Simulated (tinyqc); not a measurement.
Graded (staircase) quantum well by finite differences: one step. The tridiagonal Hamiltonian. Two cases, with inputs chosen for the exercise.

Problem. Form the diagonal and the neighbouring elements; V in the grid already includes the field.

Finite differences on points z_i at the centres of cells of width h: H_ii = (c/h^2)(1/m_(i-1/2) + 1/m_(i+1/2)) + V_i, H_(i,i+1) = -(c/h^2)/m_(i+1/2), where m_(i+1/2) is the mean of the masses at the two points (the end values are repeated outwards), psi = 0 on the points beyond both ends, c = hbar^2/2m0. The field adds e F (z - z0) with z0 the middle of the structure; 1 kV/cm = 1e-5 eV/angstrom.

Constants: hbar^2/2m0 = 3.80998211 eV angstrom^2.

Give: diagonal H_ii; H_(i,i+1).

Case 1.

Values chosen (out of a larger set: near those of a GaAs well in AlGaAs; not measured data): h = 31 angstrom (cell width of the coarse grid).

Grid:
```
i   z (angstrom)    V (eV)    m (m0)
1         15.500  0.130000  0.080300
2         46.500  0.130000  0.080300
3         77.500  0.130000  0.080300
4        108.500  0.130000  0.080300
5        139.500  0.058000  0.072100
6        170.500  0.014000  0.067100
7        201.500  0.000000  0.065500
8        232.500  0.014000  0.067100
9        263.500  0.058000  0.072100
10       294.500  0.130000  0.080300
11       325.500  0.130000  0.080300
12       356.500  0.130000  0.080300
13       387.500  0.130000  0.080300
```

Solution.

diagonal H_ii (eV): 0.2287  0.2287  0.2287  0.2314  0.1670  0.1308  0.1196  0.1308  0.1670  0.2314  0.2287  0.2287  0.2287

H_(i,i+1) (eV): -0.0494  -0.0494  -0.0494  -0.0520  -0.0570  -0.0598  -0.0598  -0.0570  -0.0520  -0.0494  -0.0494  -0.0494

Case 2.

Values chosen (out of a larger set: near those of an InGaAs well in InP; not measured data): h = 18 angstrom (cell width of the coarse grid).

Grid:
```
i   z (angstrom)    V (eV)    m (m0)
1          9.000  0.210960  0.076400
2         27.000  0.217800  0.076400
3         45.000  0.224640  0.076400
4         63.000  0.231480  0.076400
5         81.000  0.098320  0.056700
6         99.000  0.021160  0.044800
7        117.000  0.000000  0.040900
8        135.000  0.034840  0.044800
9        153.000  0.125680  0.056700
10       171.000  0.272520  0.076400
11       189.000  0.279360  0.076400
12       207.000  0.286200  0.076400
13       225.000  0.293040  0.076400
```

Solution.

diagonal H_ii (eV): 0.5188  0.5256  0.5325  0.5621  0.5067  0.5273  0.5489  0.5410  0.5341  0.6031  0.5872  0.5940  0.6009

H_(i,i+1) (eV): -0.1539  -0.1539  -0.1539  -0.1767  -0.2317  -0.2744  -0.2744  -0.2317  -0.1767  -0.1539  -0.1539  -0.1539

Computed by tinyqc, one run a case: `OMP_NUM_THREADS=1 python tinyqc.py N N+1 out.jsonl` with N = 1280730, 1281139; one thread of a shared Intel(R) Xeon(R) Processor @ 2.30GHz, about 0.02 s a run at most.
